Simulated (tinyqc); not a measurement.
Worked calculation: Pariser-Parr-Pople SCF with singles CI, for the molecule O=Cc1cc(Cl)cs1 (SMILES; centres numbered as the heavy atoms are written). Computed by tinyqc, a small Python program that keeps every step. Settings: charge = 0, gamma = MN, start = core, damping = 0.5, iteration cap = 85, excitations kept = 6. Command: `OMP_NUM_THREADS=1 python tinyqc.py 22849 22850 out.jsonl` (the two numbers bound the seeds that draw the settings). One thread of a shared host (Intel(R) Xeon(R) Processor @ 2.60GHz), about 0.01 s of CPU time with the checks. Later iterations appear only in the table of the cycle.

## PPP integrals

Centres (angstrom, eV; a flat drawing with bonds scaled to 1.40 angstrom):
```
centre        x        y  core charge z        W  gamma_rr
1O      -3.0790   0.1630              1  17.7000   15.2000
2C      -1.9920  -0.7200              1  11.1600   11.1300
3C      -0.6840  -0.2200              1  11.1600   11.1300
4C       0.4890  -0.9840              1  11.1600   11.1300
5C       1.5780  -0.1050              1  11.1600   11.1300
6Cl      2.9300  -0.4690              2  26.0000   13.0000
7C       1.0780   1.2030              1  11.1600   11.1300
8S      -0.3200   1.1320              2  22.0000   13.0000
```

Resonance integrals (eV):
```
i  j     beta
1  2  -2.5100
2  3  -2.3900
3  4  -2.3900
4  5  -2.3900
5  6  -1.5900
5  7  -2.3900
7  8  -2.0200
8  3  -2.0200
```

Mataga-Nishimoto: gamma = 14.399645/(R + a), a = 2 x 14.399645/(gamma_rr + gamma_ss); H_rr = -W_r - sum_(s != r) z_s gamma_rs; H_rs = beta for bonds.

repulsion gamma_rs (eV), order 1O, 2C, 3C, 4C, 5C, 6Cl, 7C, 8S:
```
[[15.2000, 5.7732, 4.0917, 2.9741, 2.5006, 2.0386, 2.6771, 3.6497],
 [5.7732, 11.1300, 5.3449, 3.8006, 2.9289, 2.3522, 2.9290, 3.9038],
 [4.0917, 5.3449, 11.1300, 5.3458, 4.0463, 2.9899, 4.0464, 5.5519],
 [2.9741, 3.8006, 5.3458, 11.1300, 5.3466, 3.9042, 4.0463, 4.1631],
 [2.5006, 2.9289, 4.0463, 5.3466, 11.1300, 5.5519, 5.3449, 4.1629],
 [2.0386, 2.3522, 2.9899, 3.9042, 5.5519, 13.0000, 3.9038, 3.0439],
 [2.6771, 2.9290, 4.0464, 4.0463, 5.3449, 3.9038, 11.1300, 5.5526],
 [3.6497, 3.9038, 5.5519, 4.1631, 4.1629, 3.0439, 5.5526, 13.0000]]
```

core matrix H (eV), order 1O, 2C, 3C, 4C, 5C, 6Cl, 7C, 8S:
```
[[-47.0933, -2.5100, 0.0000, 0.0000, 0.0000, 0.0000, 0.0000, 0.0000],
 [-2.5100, -44.4485, -2.3900, 0.0000, 0.0000, 0.0000, 0.0000, 0.0000],
 [0.0000, -2.3900, -51.1188, -2.3900, 0.0000, 0.0000, 0.0000, -2.0200],
 [0.0000, 0.0000, -2.3900, -48.8080, -2.3900, 0.0000, 0.0000, 0.0000],
 [0.0000, 0.0000, 0.0000, -2.3900, -50.7570, -1.5900, -2.3900, 0.0000],
 [0.0000, 0.0000, 0.0000, 0.0000, -1.5900, -52.8285, 0.0000, 0.0000],
 [0.0000, 0.0000, 0.0000, 0.0000, -2.3900, 0.0000, -49.1166, -2.0200],
 [0.0000, 0.0000, -2.0200, 0.0000, 0.0000, 0.0000, -2.0200, -55.0719]]
```

## Starting guess

pi electrons, sum of z_r less the charge = 10

Orbitals of the core matrix H.

P at the start, order 1O, 2C, 3C, 4C, 5C, 6Cl, 7C, 8S:
```
[[1.1137, 0.7291, 0.2200, -0.4462, -0.0286, 0.0169, 0.4109, -0.1949],
 [0.7291, 0.5550, 0.4654, -0.1226, -0.0648, 0.0204, 0.1471, -0.1118],
 [0.2200, 0.4654, 1.4057, 0.6456, -0.1028, 0.0108, -0.3035, 0.2254],
 [-0.4462, -0.1226, 0.6456, 0.9245, 0.5619, -0.1174, -0.1118, -0.1458],
 [-0.0286, -0.0648, -0.1028, 0.5619, 1.2955, 0.1655, 0.7277, -0.1564],
 [0.0169, 0.0204, 0.0108, -0.1174, 0.1655, 1.9608, -0.1817, 0.0430],
 [0.4109, 0.1471, -0.3035, -0.1118, 0.7277, -0.1817, 0.8966, 0.3629],
 [-0.1949, -0.1118, 0.2254, -0.1458, -0.1564, 0.0430, 0.3629, 1.8482]]
```

## Iteration 1: Fock matrix

F_rr = H_rr + P_rr gamma_rr / 2 + sum_(s != r) P_ss gamma_rs; F_rs = H_rs - P_rs gamma_rs / 2; E = tr P (H + F) / 2 + core repulsion sum_(r<s) z_r z_s gamma_rs.

F (eV), order 1O, 2C, 3C, 4C, 5C, 6Cl, 7C, 8S:
```
[[-10.5412, -4.6147, -0.4501, 0.6636, 0.0358, -0.0172, -0.5500, 0.3557],
 [-4.6147, -5.6557, -3.6337, 0.2330, 0.0948, -0.0240, -0.2154, 0.2182],
 [-0.4501, -3.6337, -5.8369, -4.1157, 0.2079, -0.0161, 0.6140, -2.6458],
 [0.6636, 0.2330, -4.1157, -4.8230, -3.8921, 0.2292, 0.2263, 0.3035],
 [0.0358, 0.0948, 0.2079, -3.8921, -5.1339, -2.0493, -4.3347, 0.3256],
 [-0.0172, -0.0240, -0.0161, 0.2292, -2.0493, -12.3766, 0.3547, -0.0655],
 [-0.5500, -0.2154, 0.6140, 0.2263, -4.3347, 0.3547, -5.2499, -3.0276],
 [0.3557, 0.2182, -2.6458, 0.3035, 0.3256, -0.0655, -3.0276, -8.8343]]
```

pi energy = -150.8701 eV

## Iteration 1: orbitals and new P

Diagonalise F (the basis is taken as orthonormal) and form P = 2 sum c c over the lowest orbitals; 0.5 of the old P is kept.

orbital energies (eV): [-14.2220, -13.2822, -12.0063, -9.2885, -8.8671, -3.1028, 0.3908, 1.9267]

P after iteration 1, order 1O, 2C, 3C, 4C, 5C, 6Cl, 7C, 8S:
```
[[1.3046, 0.7474, 0.0761, -0.3652, 0.0108, 0.0043, 0.3235, -0.1757],
 [0.7474, 0.6032, 0.4805, 0.0076, -0.0801, 0.0208, 0.0075, -0.0446],
 [0.0761, 0.4805, 1.2736, 0.6599, -0.0984, 0.0087, -0.3165, 0.3114],
 [-0.3652, 0.0076, 0.6599, 0.9513, 0.5796, -0.1088, -0.0561, -0.2131],
 [0.0108, -0.0801, -0.0984, 0.5796, 1.1960, 0.1650, 0.7298, -0.1907],
 [0.0043, 0.0208, 0.0087, -0.1088, 0.1650, 1.9653, -0.1606, 0.0450],
 [0.3235, 0.0075, -0.3165, -0.0561, 0.7298, -0.1606, 0.9568, 0.4378],
 [-0.1757, -0.0446, 0.3114, -0.2131, -0.1907, 0.0450, 0.4378, 1.7492]]
```

## Iteration 2: Fock matrix

As before.

F (eV), order 1O, 2C, 3C, 4C, 5C, 6Cl, 7C, 8S:
```
[[-9.7128, -4.6674, -0.1558, 0.5431, -0.0135, -0.0043, -0.4330, 0.3207],
 [-4.6674, -5.3806, -3.6742, -0.0145, 0.1173, -0.0245, -0.0110, 0.0871],
 [-0.1558, -3.6742, -6.0853, -4.1537, 0.1991, -0.0130, 0.6403, -2.8844],
 [0.5431, -0.0145, -4.1537, -5.3121, -3.9394, 0.2124, 0.1134, 0.4437],
 [-0.0135, 0.1173, 0.1991, -3.9394, -5.5257, -2.0481, -4.3404, 0.3970],
 [-0.0043, -0.0245, -0.0130, 0.2124, -2.0481, -12.7539, 0.3134, -0.0684],
 [-0.4330, -0.0110, 0.6403, 0.1134, -4.3404, 0.3134, -5.7526, -3.2353],
 [0.3207, 0.0871, -2.8844, 0.4437, 0.3970, -0.0684, -3.2353, -9.2809]]
```

pi energy = -152.5667 eV

## Iteration 2: orbitals and new P

As before.

orbital energies (eV): [-14.1735, -13.4148, -12.3055, -9.7727, -9.2944, -2.6899, 0.2879, 1.5590]

P after iteration 2, order 1O, 2C, 3C, 4C, 5C, 6Cl, 7C, 8S:
```
[[1.3867, 0.7693, -0.0061, -0.3166, 0.0339, -0.0030, 0.2712, -0.1645],
 [0.7693, 0.6420, 0.4778, 0.0725, -0.0852, 0.0205, -0.0633, -0.0066],
 [-0.0061, 0.4778, 1.2024, 0.6661, -0.0995, 0.0087, -0.3235, 0.3665],
 [-0.3166, 0.0725, 0.6661, 0.9779, 0.5911, -0.1048, -0.0329, -0.2513],
 [0.0339, -0.0852, -0.0995, 0.5911, 1.1392, 0.1647, 0.7285, -0.2103],
 [-0.0030, 0.0205, 0.0087, -0.1048, 0.1647, 1.9679, -0.1479, 0.0457],
 [0.2712, -0.0633, -0.3235, -0.0329, 0.7285, -0.1479, 0.9999, 0.4815],
 [-0.1645, -0.0066, 0.3665, -0.2513, -0.2103, 0.0457, 0.4815, 1.6841]]
```

## Convergence

Stop when output and input P, before any damping, agree to 1e-7.

Course of the cycle:
```
iteration       E (eV)  largest |P(out) - P(in)|
1          -150.870140                  3.82e-01
2          -152.566691                  1.64e-01
3          -153.501745                  9.64e-02
4          -154.007992                  5.74e-02
5          -154.277457                  3.46e-02
6          -154.418966                  2.10e-02
7          -154.492534                  1.28e-02
8          -154.530498                  7.90e-03
9          -154.549982                  5.37e-03
10         -154.559941                  3.72e-03
11         -154.565015                  2.61e-03
...                ...                       ...
28         -154.570242                  4.25e-06
29         -154.570242                  2.88e-06
30         -154.570242                  1.96e-06
31         -154.570242                  1.33e-06
32         -154.570242                  8.98e-07
33         -154.570242                  6.07e-07
34         -154.570242                  4.10e-07
35         -154.570242                  2.80e-07
36         -154.570242                  1.93e-07
37         -154.570242                  1.33e-07
38         -154.570242                  9.22e-08
```

Converged in 38 iterations.

## Converged orbitals

Charges are z - P_rr.

orbital energies (eV): [-14.5965, -13.5652, -12.4615, -10.3204, -9.6355, -2.2768, 0.2012, 1.3419]

coefficients, order 1O, 2C, 3C, 4C, 5C, 6Cl, 7C, 8S:
```
[[0.1775, -0.2970, 0.6462, -0.1549, 0.3980, -0.4530, 0.2058, -0.1810],
 [0.2447, -0.3085, 0.4462, -0.0206, -0.0324, 0.5750, -0.3946, 0.3976],
 [0.3998, -0.3089, 0.0151, 0.1646, -0.5296, 0.2198, 0.3267, -0.5310],
 [0.3178, -0.0657, -0.0447, 0.6196, -0.1620, -0.4062, 0.1375, 0.5464],
 [0.3767, 0.1817, -0.1204, 0.4198, 0.4059, -0.0013, -0.5342, -0.4293],
 [0.4410, 0.7750, 0.2877, -0.2588, -0.2020, 0.0015, 0.0962, 0.0706],
 [0.3358, -0.0293, -0.3274, -0.0700, 0.5611, 0.3783, 0.5373, 0.1663],
 [0.4457, -0.2869, -0.4204, -0.5625, -0.1159, -0.3282, -0.3050, 0.1083]]
```

pi charges: [-0.4393, 0.2888, -0.1261, -0.0351, -0.0607, 0.0285, -0.0811, 0.4249]

## Singles CI, singlets

Over the 6 single excitations with the smallest orbital gaps: A = (e_a - e_i) delta + 2 (ia|jb) - (ij|ab), with (pq|rs) = sum c_mp c_mq gamma_mn c_nr c_ns. f = 2/3 w |mu|^2 in atomic units, mu = sqrt2 sum c_ia sum_m c_mi c_ma R_m.

singlet CI matrix (eV), order 5>6, 4>6, 5>7, 3>6, 4>7, 5>8:
```
[[4.4430, -0.1214, 0.0815, 0.0689, -0.3352, 0.1314],
 [-0.1214, 4.9526, 0.2742, -0.2202, -0.0706, 0.3800],
 [0.0815, 0.2742, 6.6707, -0.1458, 0.1165, 0.0053],
 [0.0689, -0.2202, -0.1458, 7.2505, 0.2338, 0.0894],
 [-0.3352, -0.0706, 0.1165, 0.2338, 6.8296, 0.3534],
 [0.1314, 0.3800, 0.0053, 0.0894, 0.3534, 7.4956]]
```

singlet excitation energies (eV): [4.3323, 4.8839, 6.5627, 6.7958, 7.3320, 7.7353]

oscillator strengths: [0.4580, 0.3565, 0.1616, 0.4220, 0.4060, 0.1700]

## Singles CI, triplets

Over the 6 single excitations with the smallest orbital gaps: A = (e_a - e_i) delta - (ij|ab), with (pq|rs) = sum c_mp c_mq gamma_mn c_nr c_ns.

triplet CI matrix (eV), order 5>6, 4>6, 5>7, 3>6, 4>7, 5>8:
```
[[2.4848, 0.3989, -0.5624, -0.6308, -0.2261, 0.1690],
 [0.3989, 3.3066, -0.2261, -0.0924, -0.4912, -0.0215],
 [-0.5624, -0.2261, 4.3783, 0.7569, -0.2287, -0.1508],
 [-0.6308, -0.0924, 0.7569, 4.4513, -0.5021, -0.3699],
 [-0.2261, -0.4912, -0.2287, -0.5021, 5.3877, -0.4657],
 [0.1690, -0.0215, -0.1508, -0.3699, -0.4657, 5.8163]]
```

triplet excitation energies (eV): [2.1327, 3.1494, 3.6194, 4.8760, 5.8650, 6.1826]
